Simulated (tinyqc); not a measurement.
p-type polysilicon, carrier trapping at grain boundaries: two steps of the calculation.

One-dimensional grains of size Lg, uniform ionised doping N, monovalent traps Qt at each boundary at a depth Et below (for electrons) or above (for holes) the band edge there, abrupt depletion of width W on each side of a boundary, Boltzmann statistics. xi is the distance from the band edge at the grain centre to the Fermi level. Trapped charge Qt/(1 + exp((xi + VB - Et)/Vt)) = 2 N W, barrier VB = q N W^2/(2 eps0 eps_r).

Values chosen for this exercise; values of the order met in polycrystalline silicon:

| symbol | value | unit | meaning |
|---|---|---|---|
| T | 300 | K | temperature |
| eps_r | 11.7 |  | relative permittivity |
| NB | 2.65e19 | cm^-3 | valence-band density of states at T |
| Lg | 87 | nm | grain size |
| Qt | 3.9e12 | cm^-2 | trap density of a grain boundary |
| Et | 0.46 | eV | depth of the trap level from the majority band edge at the boundary |
| ms | 0.28 | m0 | mass for thermionic emission |
| fe | 0.25 |  | correction factor of the emission rate |
| mug | 78 | cm^2/(V s) | mobility inside the grains |
| N | 1.5e17 | cm^-3 | doping |

Constants: q = 1.602176634e-19 C, kB = 1.380649e-23 J/K, m0 = 9.1093837015e-31 kg, Vt = kB T/q, eps0 = 8.8541878128e-14 F/cm where lengths are in cm. Results are converted to the units shown.

Question 1. Depletion width, Fermi level and barrier. If the trap equation with xi = Vt ln(NB/N) has a root W < Lg/2, the grain is partly depleted; otherwise W = Lg/2 and the trap equation gives xi = Et - VB + Vt ln(Qt/(N Lg) - 1). N* = Qt/Lg.

Give: N*; W; xi; VB; share of traps filled.

Answer 1.

N* = 4.4828e17 cm^-3
W = 43.500 nm
xi = 0.25828 V
VB = 0.21949 V
share of traps filled = 0.33462

N is 0.335 N*, and the grain is fully depleted; VB = 8.49 Vt.

Question 2. Resistivity and effective mobility. n0 = NB exp(-xi/Vt); mean density n0 (1 - 2 W/Lg) by charge balance in a partly depleted grain, and n0 (sqrt(pi)/2) erf(u)/u with u = sqrt(VB/Vt) in a fully depleted one; v = sqrt(kB T/(2 pi ms m0)); barrier resistivity Vt exp(VB/Vt)/(q fe n0 v Lg); grain resistivity (1 - 2 W/Lg)/(q n0 mug); effective mobility 1/(q mean density total resistivity).

W = 43.5 nm
xi = 0.25827981 V
VB = 0.21949042 V

Wanted: n0; mean density; v; barrier resistivity; grain resistivity; resistivity; effective mobility.

Answer 2.

n0 = 1.2143e15 cm^-3
mean density = 3.6932e14 cm^-3
v = 5.0838e6 cm/s
barrier resistivity = 58489 ohm cm
grain resistivity = 0.0000 ohm cm
resistivity = 58489 ohm cm
effective mobility = 0.28894 cm^2/(V s)

The resistivity is 1.10e5 times that of a single crystal with the same N and mobility mug, and the mean density is 0.246 % of N.

Numbers from tinyqc (`OMP_NUM_THREADS=1 python tinyqc.py 2830172 2830173 out.jsonl`; about 0.01 s on one thread of a shared Intel Xeon 2.30GHz).
